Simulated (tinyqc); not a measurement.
Hueckel theory of the pi electrons, for the molecule C=CC=CC=CC=N (SMILES; centres numbered as the heavy atoms are written), step by step. One step of it, computed by the program tinyqc.

Task: Orbitals. Diagonalise; E = alpha + x beta with beta < 0, so the largest x are filled first; degenerate levels share their electrons. P = sum n_i c_ri c_si; each orbital has its largest coefficient positive (the first on a tie).

Hueckel matrix in units of beta (H = alpha + beta A), order 1C, 2C, 3C, 4C, 5C, 6C, 7C, 8N:
```
[[0.000000, 1.000000, 0.000000, 0.000000, 0.000000, 0.000000, 0.000000, 0.000000],
 [1.000000, 0.000000, 1.000000, 0.000000, 0.000000, 0.000000, 0.000000, 0.000000],
 [0.000000, 1.000000, 0.000000, 1.000000, 0.000000, 0.000000, 0.000000, 0.000000],
 [0.000000, 0.000000, 1.000000, 0.000000, 1.000000, 0.000000, 0.000000, 0.000000],
 [0.000000, 0.000000, 0.000000, 1.000000, 0.000000, 1.000000, 0.000000, 0.000000],
 [0.000000, 0.000000, 0.000000, 0.000000, 1.000000, 0.000000, 1.000000, 0.000000],
 [0.000000, 0.000000, 0.000000, 0.000000, 0.000000, 1.000000, 0.000000, 1.000000],
 [0.000000, 0.000000, 0.000000, 0.000000, 0.000000, 0.000000, 1.000000, 0.500000]]
```

pi electrons, sum of z_r less the charge = 8

Give: x values; occupations; coefficients; charge and bond-order matrix P.

Result:

x values: [1.900, 1.596, 1.099, 0.457, -0.251, -0.933, -1.498, -1.870]

occupations: [2.000, 2.000, 2.000, 2.000, 0.000, 0.000, 0.000, 0.000]

coefficients, order 1C, 2C, 3C, 4C, 5C, 6C, 7C, 8N:
```
[[0.141, -0.279, 0.393, 0.462, 0.474, 0.424, -0.318, -0.170],
 [0.268, -0.445, 0.432, 0.211, -0.119, -0.395, 0.476, 0.318],
 [0.369, -0.432, 0.082, -0.366, -0.444, -0.055, -0.395, -0.425],
 [0.432, -0.244, -0.342, -0.378, 0.231, 0.446, 0.116, 0.477],
 [0.453, 0.042, -0.458, 0.193, 0.386, -0.362, 0.222, -0.466],
 [0.428, 0.311, -0.161, 0.467, -0.328, -0.109, -0.448, 0.395],
 [0.361, 0.455, 0.281, 0.020, -0.303, 0.463, 0.449, -0.273],
 [0.258, 0.415, 0.470, -0.457, 0.404, -0.323, -0.225, 0.115]]
```

charge and bond-order matrix P, order 1C, 2C, 3C, 4C, 5C, 6C, 7C, 8N:
```
[[0.932, 0.859, 0.071, -0.361, -0.077, 0.252, 0.088, -0.212],
 [0.859, 1.003, 0.498, -0.006, -0.108, 0.011, 0.040, -0.019],
 [0.071, 0.498, 0.926, 0.751, 0.082, -0.321, -0.095, 0.243],
 [-0.361, -0.006, 0.751, 1.014, 0.538, -0.025, -0.118, 0.045],
 [-0.077, -0.108, 0.082, 0.538, 0.907, 0.741, 0.115, -0.338],
 [0.252, 0.011, -0.321, -0.025, 0.741, 1.048, 0.521, -0.098],
 [0.088, 0.040, -0.095, -0.118, 0.115, 0.521, 0.834, 0.810],
 [-0.212, -0.019, 0.243, 0.045, -0.338, -0.098, 0.810, 1.337]]
```
